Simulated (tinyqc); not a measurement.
Surface orientation and number of bands: six-band hole subbands of a thin body in a field.

Basis X, Y, Z times spin, hole energies counted downwards from the unstrained edge (the hydrostatic shift is left out), c = hbar^2/2m0. For a symmetric tensor T let C(T) have C_XX = L Txx + M (Tyy + Tzz), C_XY = N Txy (cyclic), L = c (g1 + 4 g2), M = c (g1 - 2 g2), N = 6 c g3. k = q + kz n, n the unit normal, q = k1 u + k2 v with u along the channel [1-10] and v = n x u. H = C(k k^T) + (Dso/3)(1 - L.sigma) - B + e F z with (L_k)_ij = -i epsilon_kij; B is the block C built from the traceless strain with 2b, -b and sqrt(3) d in place of L, M, N. Strain: exx = eyy = (s11 + s12) sx/2, ezz = s12 sx, exy = -s44 sx/4. Hard walls at z = 0 and t; basis sin(j pi z/t), j = 1 to Nz: kz^2 = (j pi/t)^2, kz = -i D with D_jl = 4 j l/(t (j^2 - l^2)), z_jj = t/2 and z_jl = -8 t j l/(pi (j^2 - l^2))^2 for j + l odd; 1 MV/cm = 0.01 eV/angstrom.

Nz = 14. E1 is the top subband at q = 0, gap the distance to the next pair, and the masses are c q^2/(E(q) - E1) at |q| = 0.02 1/angstrom (mean of the spin pair) along the channel [1-10] and across it in the plane; a dash marks a band that does not rise.

Constants: hbar^2/2m0 = 3.80998211 eV angstrom^2.

Inputs chosen for the exercise (near those of a p-type Si channel; not measured data):
```
symbol  value                 unit      meaning
g1      4.29                            Luttinger gamma1
g2      0.34                            gamma2
g3      1.45                            gamma3
Dso     0.043                 eV        spin-orbit splitting
b       -2.14                 eV        tetragonal potential
d       -4.8                  eV        trigonal potential
S       (7.68, -2.15, 12.58)  1/TPa     compliances s11, s12, s44
t       75                    angstrom  body thickness
F       0.2                   MV/cm     field across the body
sx      -1.5                  GPa       stress along the channel [1-10], negative in compression
```

Three faces, six bands; and four bands, with Dso set to 1000 eV.

Cases:
```
case
(001) 6 bands
(001) 4 bands
(110) 6 bands
(110) 4 bands
(111) 6 bands
(111) 4 bands
```

Rank the cases by E1 (meV), lowest first.

Answer: (110) 6 bands, (111) 6 bands, (001) 6 bands, (111) 4 bands, (110) 4 bands, (001) 4 bands.

Results:
```
case           E1 (meV)  gap (meV)  m channel  m across
(001) 6 bands      45.2       76.4      0.150     2.365
(001) 4 bands      64.2       62.2      0.187     0.573
(110) 6 bands      -4.4       28.5      0.114     0.278
(110) 4 bands      46.1       55.2      0.148     0.300
(111) 6 bands      20.9       49.4      0.132     1.047
(111) 4 bands      45.6       50.2      0.165     0.235
```

With six bands the top subband is shallowest on (110) (-4.4 meV) and deepest on (001). Without the stress E1 would be 89.7, 49.3 and 64.7 meV, so the stress moves it by -44.5, -53.6 and -43.8 meV. The lightest channel mass is on (110) (0.114 m0). Dropping the split-off band moves E1 by 19.0, 50.4 and 24.7 meV and the gap by -14.1, 26.7 and 0.8 meV on the three faces, with Dso = 43 meV.

Run: tinyqc, `OMP_NUM_THREADS=1 python tinyqc.py 1282077 1282078 out.jsonl`; Intel(R) Xeon(R) Processor @ 2.30GHz, one thread, shared host; about 0.5 s of CPU time with all checks.
